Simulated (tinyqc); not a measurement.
# Changing the field after the step F

Model: velocity overshoot from momentum and energy balance equations after a field step. Computed by tinyqc, a small Python program. Command: `OMP_NUM_THREADS=1 python tinyqc.py 3009225 3009226 out.jsonl overshoot sweep`. One thread of a shared host (Intel(R) Xeon(R) Processor @ 2.30GHz), about 0.02 s of CPU time with the checks.

At t = 0 the field jumps from 0 to F in a uniform sample. v is the drift velocity and u = w - (3/2) k_B T the excess energy per carrier.

Inputs (values chosen for the exercise, modelled on electrons in silicon except for tau_E):

| quantity | value | unit |
|---|---|---|
| effective mass m | 0.26 | m_0 |
| low-field mobility mu_0 | 1500 | cm^2/(V s) |
| saturation velocity v_s | 0.97 | 1e7 cm/s |
| energy relaxation time tau_E | 0.31 | ps |
| lattice temperature T | 300 | K |
| time step dt | 7.2 | fs |

Scheme: explicit Euler.

Constants: m_0 = 9.1093837015e-31 kg; e = 1.602176634e-19 C; k_B = 8.617333262e-05 eV/K.

Method:
- dv/dt = e F/m - v/tau_m(u), du/dt = e F v - u/tau_E, tau_m(u) = tau_0/(1 + c u), tau_0 = m mu_0/e, c = mu_0/(e tau_E v_s^2); this choice gives the steady state v (1 + mu_0 F v/v_s^2) = mu_0 F, which saturates at v_s. Steady velocity v = 2 mu_0 F/(1 + sqrt(1 + 4 (mu_0 F/v_s)^2)); u = e F v tau_E; carrier temperature T + 2u/(3 k_B), neglecting the drift energy m v^2/2.
- Step: v_new = v + dt (e F/m - v/tau_m(u)), u_new = u + dt (e F v - u/tau_E). Start v = u = 0; the distance adds dt (v + v_new)/2.
- Run to 8 times the larger of tau_E and tau_0, but at most 20001 steps, and stop early if |v| > 1000 v_s or u < -1/(2c); the run is accepted if the last v is within 0.5 % of the steady value.

One run for each value:

| field after the step F (kV/cm) | peak over steady velocity | peak velocity (1e7 cm/s) | steady velocity (1e7 cm/s) | time of the peak (fs) | distance at the peak (nm) |
|---|---|---|---|---|---|
| 2.4 | 1.0127 | 0.3247 | 0.32066 | 856.8 | 22.211 |
| 3.5 | 1.0381 | 0.4406 | 0.42447 | 648.0 | 21.886 |
| 5.1 | 1.0899 | 0.5815 | 0.53355 | 489.6 | 20.997 |
| 7.3 | 1.1709 | 0.7391 | 0.63125 | 374.4 | 19.722 |
| 11.0 | 1.3060 | 0.9480 | 0.72591 | 280.8 | 18.452 |
| 15.0 | 1.4396 | 1.1275 | 0.78319 | 223.2 | 17.025 |
| 22.0 | 1.6440 | 1.3775 | 0.83786 | 172.8 | 15.864 |
| 46.0 | 2.1753 | 1.9670 | 0.90421 | 100.8 | 12.562 |

Give the missing row, field after the step F (kV/cm) = 32.0.

Computed row; columns: (1) field after the step F (kV/cm); (2) peak over steady velocity; (3) peak velocity (1e7 cm/s); (4) steady velocity (1e7 cm/s); (5) time of the peak (fs); (6) distance at the peak (nm):
```
(1)      (2)     (3)      (4)    (5)     (6)
32.0  1.8889  1.6564  0.87693  129.6  13.848
```

Interpolating between the two neighbouring rows (the first column on a logarithmic scale, the others too where they are positive) misses most in distance at the peak (nm), by 1.8 %. Over the rows, peak over steady velocity rises from 1.01 to 2.18 (exponent d ln y / d ln x 0.066 between the first rows and 0.39 between the last); peak velocity (1e7 cm/s) rises from 0.325 to 1.97 (exponent d ln y / d ln x 0.81 between the first rows and 0.47 between the last); steady velocity (1e7 cm/s) rises from 0.321 to 0.904 (exponent d ln y / d ln x 0.74 between the first rows and 0.084 between the last). Overshoot passes 10 % between 5.10 and 7.30 kV/cm; the knee field v_s/mu_0 is 6.47 kV/cm.

Extremes, crossings and ranges named in words are read from the listed rows.
